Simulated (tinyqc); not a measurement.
# Electron continuity equation in a given potential, Scharfetter-Gummel discretisation, step by step

Program tinyqc, `OMP_NUM_THREADS=1 python tinyqc.py 2220026 2220027 out.jsonl`; Intel Xeon 2.30GHz, shared host, one thread, about 0.01 s. Printed values are rounded.

Steady state in one dimension: J = q mu n E + q D dn/dx with E = -dpsi/dx and D = mu Vt, dJ/dx = q (n/tau - G), fixed densities nL and nR at the ends. The potential is given, psi = 0 for x < L/2 and U (2 x/L - 1) beyond, and is not changed by the electrons.

Values chosen for this exercise; mobility close to that of gallium nitride at room temperature:
- T = 300 K (temperature)
- mu = 984 cm^2/(V s) (electron mobility)
- L = 13 um (length of the region)
- nL = 1.6e13 cm^-3 (density at x = 0)
- nR = 0 cm^-3 (density at x = L)
- tau = 1.1e-7 s (lifetime)
- G = 2.9e20 cm^-3 s^-1 (uniform generation rate)
- U = 0.46 V (potential difference psi(L) - psi(0))

Constants: q = 1.602176634e-19 C, kB = 1.380649e-23 J/K, Vt = kB T/q. Results are converted to the units shown.

## Potential on the mesh

9 equal intervals, h = L/9; psi = 0 for x < L/2 and U (2 x/L - 1) beyond.

```
node,psi (V)
0,0.000000
1,0.000000
2,0.000000
3,0.000000
4,0.000000
5,0.051111
6,0.153333
7,0.255556
8,0.357778
9,0.460000
```

## Bernoulli factors

d_i = (psi_(i+1) - psi_i)/Vt; B(d) = d/(exp(d) - 1), B(0) = 1. The flux on interval i is J_i = (q D/h) [n_(i+1) B(d_i) - n_i B(-d_i)].

```
interval,d_i,B(d_i),B(-d_i)
0,0.00000,1,1
1,0.00000,1,1
2,0.00000,1,1
3,0.00000,1,1
4,1.97707,0.317778,2.29484
5,3.95413,0.0773040,4.03144
6,3.95413,0.0773040,4.03144
7,3.95413,0.0773040,4.03144
8,3.95413,0.0773040,4.03144
```

The largest |d_i| is 3.95, above 2, where central differences lose the sign pattern that keeps densities positive.

## Tridiagonal system for the inner nodes

Row i (1 to 8): B(-d_(i-1)) n_(i-1) + b_i n_i + B(d_i) n_(i+1) = f_i with b_i = -B(-d_i) - B(d_(i-1)) - h^2/(D tau) and f_i = -G h^2/D; the known end values are moved to the right: f_1 loses B(-d_0) nL and f_8 loses B(d_8) nR. h = L/9, D = mu Vt.

```
node,diagonal b,right side f (cm^-3)
1,-2.00746,-1.62379e13
2,-2.00746,-2.37854e11
3,-2.00746,-2.37854e11
4,-3.30230,-2.37854e11
5,-4.35667,-2.37854e11
6,-4.11620,-2.37854e11
7,-4.11620,-2.37854e11
8,-4.11620,-2.37854e11
```

## Densities and current

B(d_i) and B(-d_i) are the Bernoulli factors of the potential steps, b and f the diagonal and right side. Solve B(-d_(i-1)) n_(i-1) + b_i n_i + B(d_i) n_(i+1) = f_i (end values already in f), then J_i = (q D/h) [n_(i+1) B(d_i) - n_i B(-d_i)], h = L/9, D = mu Vt.

```
node,n (cm^-3)
0,1.6e13
1,1.27151e13
2,9.28719e12
3,5.69065e12
4,1.89870e12
5,1.07482e12
6,1.13283e12
7,1.19026e12
8,1.22354e12
9,0
```

```
interval,J (A/cm^2)
0,-0.092687
1,-0.096723
2,-0.101481
3,-0.106995
4,-0.113307
5,-0.119792
6,-0.126265
7,-0.132726
8,-0.139180
```

Against a mesh 200 times finer the densities are off by at most 33 % of their local values.
